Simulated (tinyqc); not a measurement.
Long-channel MOSFET, surface-potential model: one step of the calculation.

n-channel transistor on a uniformly doped p-type body, gradual-channel approximation, constant mobility, Boltzmann statistics, full ionisation. Potentials are counted from the neutral body; V is the electron quasi-Fermi potential, Vsb at the source and Vsb + Vds at the drain. Charges are magnitudes per area.

Question. Pao-Sah current by Simpson's rule. I = mu (W/L) integral of Qi dV; Simpson's rule on the 7 points, step Vds/6, weights 1, 4, 2, ..., 4, 1 times step/3.

Inputs (values chosen for the exercise); material values close to those of silicon:
```
symbol,value,unit,meaning
mu,240,cm^2/(V s),channel mobility
W,20,um,gate width
L,5,um,gate length
Vds,1.2,V,drain-source voltage
```

Qi, Pao-Sah, point 0 to 6 (nC/cm^2): [52.019002, 2.8177050, 0.0013653423, 4.9565643e-7, 1.7991159e-10, 6.5303658e-14, 2.3703686e-17]

Give: Pao-Sah current.

Answer.

Pao-Sah current = 4.051 uA

Gauss-Legendre quadrature on many points gives 4.589 uA, so this value is 12 % below it; the charge-sheet current, 4.457 uA, is 2.9 % below it.

Numbers from tinyqc (`OMP_NUM_THREADS=1 python tinyqc.py 2360151 2360152 out.jsonl`; about 0.06 s on one thread of a shared Intel Xeon 2.30GHz).
